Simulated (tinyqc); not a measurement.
What the shift does to the intrinsic density: temperature and isotope dependence of a band gap in oscillator models.

E(T) = E0 - sum_i sl_i th_i n_i(T), n = 1/(exp(th/T) - 1). The same coupling lowers the gap at 0 K by the zero-point term ZP = sum_i sl_i th_i/2, so the gap of the static lattice is E0 + ZP. Thermal expansion is taken as part of the slopes.

Constants: kB = 8.617333262e-05 eV/K; hbar^2/2m0 = 3.80998211 eV angstrom^2.

Inputs chosen for the exercise (near those of Ge; shifted at random, so the results belong to these values and not to a real crystal):

| symbol | value | unit | meaning |
|---|---|---|---|
| E0 | 0.751 | eV | gap at 0 K |
| th | (124, 319) | K | temperatures of two oscillators |
| sl | (0.1638, 0.2562) | meV/K | their high-temperature slopes |
| mm | 0.42 | m0 | geometric mean of the density-of-states masses |

ni = 2 (mm kT/(4 pi c))^(3/2) exp(-E/2kT), c = hbar^2/2m0, with E(T) and with E0; 1 angstrom^-3 = 1e24 cm^-3. Apparent gap from an Arrhenius plot of ni/T^(3/2): E(T) - T dE/dT, dE/dT = -sum sl_i (th_i/T)^2 n_i (1 + n_i).

Results:

| T (K) | E(T) (eV) | ni (cm^-3) | ni with E(T) / ni with E0 | apparent gap (eV) |
|---|---|---|---|---|
| 200 | 0.7065 | 4.66e+09 | 3.631 | 0.7799 |
| 250 | 0.6877 | 6.08e+11 | 4.343 | 0.7839 |
| 300 | 0.6682 | 1.67e+13 | 4.959 | 0.7867 |
| 350 | 0.6483 | 1.85e+14 | 5.488 | 0.7887 |
| 400 | 0.6281 | 1.16e+15 | 5.944 | 0.7903 |
| 500 | 0.5873 | 1.61e+16 | 6.685 | 0.7926 |
| 700 | 0.5046 | 3.71e+17 | 7.707 | 0.7953 |

Using E0 in place of E(T) understates ni by a factor that rises from 3.63 to 7.71, towards exp(sum sl/2kB) = 11.4. The slope of an Arrhenius plot returns neither E(T) nor E0 but the intercept of the tangent, 0.7867 eV at 300 K, which lies 36 meV above E0 and tends to the static gap 0.8020 eV.

Program tinyqc; command `OMP_NUM_THREADS=1 python tinyqc.py 1851298 1851299 out.jsonl`; about 0.01 s on one thread of a shared Intel(R) Xeon(R) Processor @ 2.30GHz.
